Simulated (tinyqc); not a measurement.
Composition profile: interdiffusion in a binary couple: Darken equations, Kirkendall shift and Boltzmann-Matano analysis. Computed by tinyqc, a small Python program. Command: `OMP_NUM_THREADS=1 python tinyqc.py 3013479 3013480 out.jsonl darken walk`. One thread of a shared host (Intel(R) Xeon(R) Processor @ 2.30GHz), about 0.01 s of CPU time with the checks.

x is the mole fraction of B; the molar volume is constant, and the two halves are long enough to count as infinite.

Inputs (values chosen for the exercise, for a model alloy A-B): tracer diffusivity D*_A(0) = 5.2e-15 m^2/s; tracer diffusivity D*_B(0) = 1.1e-14 m^2/s; slope k of ln D* with x = 0.19; regular-solution parameter W = -0.16 eV; temperature T = 1280 K; left composition x_L = 0.27; right composition x_R = 0.56; time t = 11000 s.

Vacancy-wind correction: none.

Constants: k_B = 8.617333262e-05 eV/K.

Method:
- D*_i(x) = D*_i(0) exp(k x); thermodynamic factor Phi = 1 - 2 W x (1 - x)/(k_B T); intrinsic D_i = D*_i Phi; interdiffusion D~ = x D_A + (1 - x) D_B.
- With lambda = z/sqrt(t), the profile solves d/dlambda (D~ dx/dlambda) + (lambda/2) dx/dlambda = 0 with x = x_L and x_R far to the left and right; z = 0 is the original interface. It is solved as a boundary-value problem in y = lambda/sqrt(D~ at the mean composition) on -12 < y < 12 (collocation, tolerance 1e-8).
- The last column is the error-function profile for a constant D~ taken at the mean composition.

D~ at the mean composition = 1.5847e-14 m^2/s

Profile at time t:
```
y      z (um)        x  dx/dz (1/um)  x for constant D~
-3.0  -39.608  0.27483     0.0006499            0.27491
-2.0  -26.406  0.29274     0.0022840            0.29281
-1.5  -19.804  0.31183     0.0035257            0.31188
-1.0  -13.203  0.33936     0.0047949            0.33953
-0.5   -6.601  0.37449     0.0057712            0.37493
0.0     0.000  0.41427     0.0061698            0.41500
0.5     6.601  0.45436     0.0058569            0.45507
1.0    13.203  0.49019     0.0049114            0.49047
1.5    19.804  0.51842     0.0036094            0.51812
2.0    26.406  0.53786     0.0023093            0.53719
3.0    39.608  0.55560     0.0006191            0.55509
```

At the original interface x = 0.4143, against the mean 0.4150. D~ is 0.947 times as large at x_R as at x_L, about the same at both ends.
